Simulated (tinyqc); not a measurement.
Density of states of one tight-binding band of a chain: sweeps and comparisons. A value that a table varies takes the place of the one given here.

E(k) = -2 t cos(2 pi k) - 2 t2 cos(4 pi k); k in fractions of the reciprocal vectors, mesh k_i = j/N with j = 0 .. N-1. Densities are per cell and per spin, so the band holds one state.

Each interval of the mesh is a segment with E linear in k: n = (E - e1)/(e2 - e1), g = 1/(e2 - e1) between its end values.

Gaussian broadening: g(E) = mean over the mesh of exp(-(E - E_k)^2/(2 sigma^2))/(sigma sqrt(2 pi)), n(E) = mean of erfc((E_k - E)/(sigma sqrt 2))/2.

Parameters, chosen for this exercise: t = 0.87 eV (nearest hopping); t2 = 0 eV (second hopping); N2 = 40 (mesh points along each axis in this comparison); sigma = 0.261 eV (Gaussian width); E = 1.23 eV (energy at which the density is wanted).

## Three ways to the same curve

N = N2 here; the reference is the linear method with N = 4000.

g(E) (1/eV):
```
E (eV)  reference  linear segments  Gaussian, sigma  Gaussian, sigma/4  reference n(E)
-1.423      0.318            0.350            0.340              0.347           0.195
-1.107      0.237            0.241            0.258              0.184           0.281
-0.790      0.205            0.215            0.212              0.306           0.350
-0.474      0.190            0.188            0.193              0.192           0.412
-0.157      0.184            0.184            0.186              0.081           0.471
0.159       0.184            0.184            0.186              0.084           0.529
0.475       0.190            0.188            0.193              0.195           0.588
0.792       0.205            0.215            0.212              0.306           0.650
1.108       0.237            0.241            0.258              0.183           0.720
1.424       0.319            0.350            0.340              0.348           0.805
```

Root-mean-square errors against the reference: 0.0152 for linear segments, 0.0140 for sigma and 0.0696 for sigma/4. The narrow Gaussian is worse than the wide one, because it resolves the separate mesh levels. The reference is highest at 1.424 eV of the energies listed, and half filling lies between -0.157 and 0.159 eV.

## Convergence with the mesh

At the energy E; the plain count is the share of mesh points below E; the reference is the linear method with N = 4000.

Results:
```
N    points  g linear  n linear  g Gaussian  n Gaussian  n plain count
8         8    0.2032    0.7499      0.4105      0.7530         0.6250
16       16    0.2214    0.7499      0.2908      0.7588         0.6875
32       32    0.2370    0.7499      0.2888      0.7594         0.7188
64       64    0.2470    0.7499      0.2888      0.7594         0.7344
128     128    0.2526    0.7499      0.2888      0.7594         0.7422
256     256    0.2556    0.7499      0.2888      0.7594         0.7461
```

reference n and g: 0.7499  0.2585

The linear n(E) stays within 0.002 of the reference from N = 8 on. The Gaussian g stays within 1 % of its last value from N = 16 on; it tends to the broadened curve, not the true one. At the last mesh it lies +0.030 1/eV from the reference g and the linear g -0.003. The plain count errs by -0.0038 at the last mesh.

## What moves the count of states

Linear method and Gaussian sum with N = 400. Each row changes one parameter from the base and keeps the others.

Results:
```
case              n linear  g linear (1/eV)  n Gaussian  g Gaussian (1/eV)
base                0.7499           0.2567      0.7594             0.2888
t = 0.957 eV        0.7222           0.2173      0.7274             0.2333
E = 1.317 eV        0.7733           0.2791      0.7856             0.3136
sigma = 0.522 eV    0.7499           0.2567      0.7709             0.2581
t2 = 0.044 eV       0.7499           0.2992      0.7643             0.3402
```

The largest shifts from the base row, up to three for each result and ties (the steps differ in size, so this ranks the rows, not the parameters). n linear: t -0.0277, E +0.0234; unchanged at the printed digits by sigma and t2. g linear (1/eV): t2 +0.0425, t -0.0394, E +0.0224; unchanged at the printed digits by sigma. n Gaussian: t -0.0320, E +0.0262, sigma +0.0115. g Gaussian (1/eV): t -0.0556, t2 +0.0514, sigma -0.0308.

Run: tinyqc, `OMP_NUM_THREADS=1 python tinyqc.py 1680435 1680436 out.jsonl`; Intel(R) Xeon(R) Processor @ 2.30GHz, one thread, shared host; about 0.01 s of CPU time with all checks.
